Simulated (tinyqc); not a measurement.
Inside a calculation. Method: tight binding, honeycomb lattice. One step of it, computed by the program tinyqc.

Question. Bloch Hamiltonian at K. H_AB = -t1 (1 + exp(-i k.a1) + exp(-i k.a2)); H_AA = delta - 2 t2 sum cos(k.b + phi), H_BB = -delta - 2 t2 sum cos(k.b - phi), b = a1, a2 - a1, -a2.

Parameters chosen for this model:
```
parameter     value                        unit
t1         0.940000                 eV, nearest
t2                0       eV, second neighbours
phi               0  rad, phase of t2 (Haldane)
delta      0.400000          eV, +/- on A and B
```

k point K (fractions of the reciprocal vectors): 0.333333  0.666667

Give: H(k) at K.

Answer.

H(k) at K (eV):
```
        A        B
A  0.4000   0.0000
B  0.0000  -0.4000
```
